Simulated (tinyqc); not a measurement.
The basis set: RHF and MP2 along a ladder of basis sets, for BeH+, spin multiplicity 1. Computed by the program tinyqc with PySCF. 

Geometry (angstrom):
```
atom,x,y,z
Be,0.0000,0.0000,0.0000
H,0.0000,0.0000,1.2960
```

Same geometry throughout; the dipole is taken about the origin.

RHF and frozen-core MP2 in a ladder of bases:
```
basis,functions,E(RHF) (hartree),E(MP2 corr) (hartree),HOMO (eV),LUMO (eV),dipole (debye)
sto-3g,6,-14.66448,-0.01308,-20.402,-7.222,2.696
3-21g,11,-14.76017,-0.01554,-20.437,-7.865,2.661
6-31g,11,-14.84589,-0.01569,-20.489,-7.786,2.531
6-31g**,19,-14.85012,-0.02481,-20.442,-7.797,2.536
cc-pvdz,19,-14.84944,-0.02501,-20.435,-7.880,2.559
cc-pvtz,44,-14.85296,-0.02950,-20.471,-7.842,2.539
```

From cc-pVDZ to cc-pVTZ the RHF energy falls by 3.5 mhartree and the correlation energy by 4.5. If valence correlation converges as X^-3, (27 E(T) - 8 E(D))/19 gives -0.0314 hartree, a rough estimate from such small X that usually falls short; STO-3G holds about 42 % of it. Beyond STO-3G the LUMO moves by 0.1 eV and the HOMO by 0.1 eV.
